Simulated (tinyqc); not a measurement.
MP2 on RHF in the sto-3g basis, for H3+, spin multiplicity 1, step by step. One step of it, computed by the program tinyqc.

Problem. Second-order Moller-Plesset energy. E2 = sum_ijab (ia|jb) [2 (ia|jb) - (ib|ja)] / (e_i + e_j - e_a - e_b) over occupied i, j and virtual a, b; the opposite-spin part is (ia|jb)^2 / denominator, the rest is same-spin, and SCS-MP2 scales them by 6/5 and 1/3.

orbital energies (hartree): MO1 -1.172722, MO2 -0.046022, MO3 -0.045900

Two-electron integrals over orbitals (pq|rs), unique and non-zero (hartree):
```
p,q,r,s,(pq|rs)
1,1,1,1,0.599959
2,1,1,1,-0.000016
2,1,2,1,0.143816
2,2,1,1,0.582542
2,2,2,1,0.092866
2,2,2,2,0.663800
3,1,3,1,0.143816
3,2,3,1,-0.092861
3,2,3,2,0.073913
3,3,1,1,0.582560
3,3,2,1,-0.092875
3,3,2,2,0.515944
3,3,3,3,0.663809
```

Hartree-Fock energy = -1.24582900 hartree

Give: Terms; Pair energies; MP2 correlation energy; SCS-MP2 correlation energy; MP2 total energy.

Solution.

Terms:
```
i,j,a,b,(ia|jb),(ib|ja),denominator,term
1,1,2,2,0.1438,0.1438,-2.2534,-0.0092
1,1,3,3,0.1438,0.1438,-2.2536,-0.0092
```

Pair energies (hartree; pair i-j sums ij and ji):
```
pair,opposite spin,same spin
1-1,-0.0184,0.0000
```

MP2 correlation energy = -0.018356 hartree

SCS-MP2 correlation energy = -0.022027 hartree

MP2 total energy = -1.264185 hartree
